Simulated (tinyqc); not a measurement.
Rapid thermal processing of a wafer: radiative balance, ramp and cooling, pattern effects, pyrometer error and spike budget: one step, computed by the program tinyqc. Command: `OMP_NUM_THREADS=1 python tinyqc.py 3111904 3111905 out.jsonl rtp walk`. One thread of a shared host (Intel(R) Xeon(R) Processor @ 2.30GHz), about 0.04 s of CPU time with the checks.

The wafer is opaque and uniform through its thickness unless said otherwise; temperatures in formulas are in kelvin (C + 273.15). sigma = 5.670374419e-12 W/(cm^2 K^4).

Task: Power to hold and to ramp. Effective emissivity between parallel grey plates: eps_eff = 1/(1/eps + 1/(1 - r) - 1). Loss per area q(T) = 2 eps_eff sigma (T^4 - T_w^4) + h (T - T_w). Absorbed power during a ramp = q(T) + C d x ramp rate; thermal time constant tau = C d/(dq/dT), dq/dT = 8 eps_eff sigma T^3 + h; natural cooling rate q/(C d); front-to-back difference under one-sided heating at the end of the ramp = (absorbed power) d/(2 k).

Inputs (values chosen for the exercise, modelled on a hot silicon wafer):

| quantity | value | unit |
|---|---|---|
| wafer thickness d | 625 | micrometre |
| heat capacity per volume C | 2.18 | J/(cm^3 K) |
| thermal conductivity k | 0.21 | W/(cm K) |
| emissivity eps of each face | 0.68 | - |
| reflectivity of the chamber walls r | 0.49 | - |
| gas heat-transfer coefficient h, both faces together | 0.98 | mW/(cm^2 K) |
| wall temperature T_w | 350 | K |
| process temperature | 899 | C |
| ramp rate | 39 | K/s |

Give: eps_eff; holding power q; power at the end of the ramp; dq/dT; time constant tau; natural cooling rate; front-to-back difference.

Result:

eps_eff = 0.41129

holding power q = 9.5406 W/cm^2

power at the end of the ramp = 14.854 W/cm^2

dq/dT = 31.027 mW/(cm^2 K)

time constant tau = 4.3913 s

natural cooling rate = 70.023 K/s

front-to-back difference = 2.2105 K

Radiation carries 92 % of the loss. The ramp needs 1.6 times the holding power.
